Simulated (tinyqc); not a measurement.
Worked calculation: Pariser-Parr-Pople SCF with singles CI, for the molecule Nc1nc2nccnc2[nH]1 (SMILES; centres numbered as the heavy atoms are written). One step of it, computed by the program tinyqc.

Question. Iteration 1: orbitals and new P. Diagonalise F (the basis is taken as orthonormal) and form P = 2 sum c c over the lowest orbitals; 0.3 of the old P is kept.

F (eV), lower triangle:
```
,1N,2C,3N,4C,5N,6C,7C,8N,9C,10N
1N,-10.857028
2C,-4.330197,-8.033210
3N,0.773390,-4.580675,-8.031016
4C,0.043402,0.271324,-4.498472,-4.139055
5N,-0.271348,0.254232,0.423282,-4.552710,-6.023518
6C,0.116350,-0.131014,0.221008,0.211888,-5.039010,-3.860501
7C,0.139362,-0.145135,-0.298221,0.554821,0.230330,-4.539506,-4.192330
8N,-0.256881,0.226614,0.046473,-0.229567,0.693283,0.212881,-5.022037,-7.277243
9C,-0.019123,0.308290,0.600282,-4.040984,-0.247018,0.564594,0.230642,-4.603560,-6.399863
10N,0.790787,-4.371246,0.457986,0.650072,0.034662,-0.312188,0.231233,0.446209,-4.329933,-10.410641
```

pi electrons, sum of z_r less the charge = 12

P at the start, lower triangle:
```
,1N,2C,3N,4C,5N,6C,7C,8N,9C,10N
1N,1.670346
2C,0.538587,1.057927
3N,-0.288330,0.577292,1.357813
4C,-0.022709,-0.098327,0.556074,1.085893
5N,0.190926,-0.135878,-0.165386,0.569884,1.081490
6C,-0.098714,0.087535,-0.122067,-0.080889,0.695943,1.079471
7C,-0.118238,0.096970,0.180480,-0.237697,-0.086979,0.608829,1.086383
8N,0.180747,-0.121118,-0.024374,0.086677,-0.292234,-0.080390,0.691550,1.074963
9C,0.010005,-0.111723,-0.214921,0.476838,0.093266,-0.241884,-0.088048,0.583040,1.093732
10N,-0.289764,0.548593,-0.157290,-0.224772,-0.017928,0.186693,-0.125894,-0.169982,0.538676,1.411983
```

Give: orbital energies; P after iteration 1.

Answer.

orbital energies (eV): -16.754  -14.265  -12.731  -11.883  -10.316  -9.075  -0.939  0.650  1.787  4.303

P after iteration 1, lower triangle:
```
,1N,2C,3N,4C,5N,6C,7C,8N,9C,10N
1N,1.727
2C,0.497,1.059
3N,-0.297,0.606,1.381
4C,0.001,-0.099,0.532,0.975
5N,0.144,-0.141,-0.120,0.566,1.131
6C,-0.079,0.091,-0.118,-0.063,0.706,0.976
7C,-0.113,0.131,0.107,-0.263,-0.015,0.605,0.987
8N,0.118,-0.097,0.021,0.054,-0.305,-0.020,0.698,1.164
9C,0.054,-0.164,-0.165,0.511,0.098,-0.272,-0.127,0.575,1.093
10N,-0.271,0.536,-0.206,-0.202,0.011,0.139,-0.091,-0.161,0.486,1.507
```
